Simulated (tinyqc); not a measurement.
Comparisons within one model: donor near an oxide interface in a gate field (two-state model). A value that a table varies takes the place of the one given here.

Interface at z = 0 (hard wall), donor at z = d, field F pulling electrons to the interface: potential e F z; 1 kV/cm = 1e-5 eV/angstrom, c = hbar^2/2m0, q = e^2/(4 pi eps0), Q = (eps - eo)/(eps + eo). Donor state: E_D = e F d - ED - q Q/(4 eps d), the last term joining the images of ion and electron. Interface state: z exp(-b z/2) exp(-rho^2/(2 L^2)) with E_z = c b^2/(4 mz) + 3 e F/b + q Q b/(8 eps), minimised over b; in the plane at z = 3/b the ion (distance D = d - 3/b) and its image (D' = d + 3/b) give E_rho = c/(mt L^2) - (q/eps)(sqrt(pi)/L)[erfcx(D/L) + Q erfcx(D'/L)], erfcx(x) = exp(x^2) erfc(x), minimised over L. E_I = E_z + E_rho.

The two states couple by t = t0 exp(-D/aD) with t0 = q/(eps aD) (2 aD/L) sqrt(aD b/2) v, v a valley factor; this form is an estimate. With detuning u = E_D - E_I the splitting is sqrt(u^2 + 4 t^2) and the lower state has weight (1 - u/sqrt(u^2 + 4 t^2))/2 on the donor.

Constants: hbar^2/2m0 = 3.80998211 eV angstrom^2; e^2/(4 pi eps0) = 14.39964547 eV angstrom.

Parameters, chosen for this exercise (near those of a donor in Si below HfO2, static dielectric constants; the results hold for these values, not for the real material): d = 180 angstrom (depth of the donor); ED = 53 meV (bulk binding energy); mz = 0.902 m0 (mass across the interface); mt = 0.185 m0 (mass in the plane); eps = 11.5 (dielectric constant of the semiconductor); eo = 22 (dielectric constant of the oxide); aD = 21.5 angstrom (donor radius); v = 0.47 (valley factor); Fl = (35.776, 35.837, 35.861, 35.874, 35.886, 35.91, 35.971) kV/cm (fields); dl = (60, 80, 105, 135, 170, 215, 270) angstrom (depths).

## Sweeping the field

Both levels, the splitting, the donor weight and the mean depth w d + (1 - w) 3/b.

Results:

| F (kV/cm) | E_D (meV) | E_I (meV) | splitting (meV) | donor weight | mean depth (angstrom) |
|---|---|---|---|---|---|
| 35.776 | 11.942 | 12.084 | 0.143 | 0.996 | 179.4 |
| 35.837 | 12.052 | 12.105 | 0.0560 | 0.974 | 176.2 |
| 35.861 | 12.095 | 12.113 | 0.0255 | 0.859 | 159.4 |
| 35.874 | 12.118 | 12.118 | 0.0177 | 0.484 | 104.6 |
| 35.886 | 12.140 | 12.122 | 0.0253 | 0.144 | 55.0 |
| 35.910 | 12.183 | 12.130 | 0.0557 | 0.026 | 37.7 |
| 35.971 | 12.293 | 12.152 | 0.142 | 0.004 | 34.5 |

E_D rises by 1.80 and E_I by 0.35 meV per kV/cm, so they cross once, near 35.9 kV/cm, where the splitting is 2t = 0.0177 meV. The donor weight passes from 0.85 to 0.15 while the detuning goes from -2t to 2t, a window of 0.024 kV/cm or 0.068 % of the field; across the table the charge moves by 145 angstrom.

## Depth of the donor

Critical field, and the coupling, E_rho and L at that field.

Results:

| d (angstrom) | critical field (kV/cm) | e F d/ED | t (meV) | E_rho (meV) | L (angstrom) |
|---|---|---|---|---|---|
| 60 | 140.4 | 1.590 | 3.7 | -10.94 | 66 |
| 80 | 95.7 | 1.445 | 1.3 | -8.45 | 81 |
| 105 | 68.0 | 1.347 | 0.36 | -6.58 | 98 |
| 135 | 50.2 | 1.279 | 0.080 | -5.21 | 118 |
| 170 | 38.3 | 1.229 | 0.014 | -4.19 | 139 |
| 215 | 29.3 | 1.188 | 0.0016 | -3.36 | 165 |
| 270 | 22.7 | 1.156 | 0.00012 | -2.70 | 195 |

The critical field falls from 140 to 23 kV/cm, with exponent -1.21 in d, while t drops by a factor 3.2e+04, about e for each 21 angstrom at the end (aD = 21.5). One lattice plane (1.36 angstrom) of misplacement changes t by 6 % and the critical field by about 1.6 % at 105 angstrom.

## What each parameter does

Critical field (E_D = E_I), and t and L there. Each row changes one parameter from the base and keeps the others.

Results:

| case | critical field (kV/cm) | t (meV) | L (angstrom) |
|---|---|---|---|
| base | 35.9 | 0.00887 | 145.0 |
| d = 195 angstrom | 32.7 | 0.00429 | 153.7 |
| ED = 59 meV | 40.0 | 0.00852 | 145.9 |
| aD = 23.7 angstrom | 35.9 | 0.0175 | 145.0 |
| mz = 0.767 m0 | 36.8 | 0.00957 | 143.3 |
| mt = 0.213 m0 | 35.8 | 0.00939 | 137.0 |
| eo = 33 | 34.6 | 0.00796 | 153.6 |
| eps = 12.2 | 36.4 | 0.00832 | 147.3 |

The largest shifts from the base row, up to three for each result and ties (the steps differ in size, so this ranks the rows, not the parameters). critical field (kV/cm): ED +4.1, d -3.1, eo -1.2; unchanged at the printed digits by aD. t (meV): aD +0.00863, d -0.00458, eo -0.000913. L (angstrom): d +8.7, eo +8.6, mt -8.0; unchanged at the printed digits by aD.

Run: tinyqc, `OMP_NUM_THREADS=1 python tinyqc.py 1250205 1250206 out.jsonl`; Intel(R) Xeon(R) Processor @ 2.30GHz, one thread, shared host; about 0.03 s of CPU time with all checks.
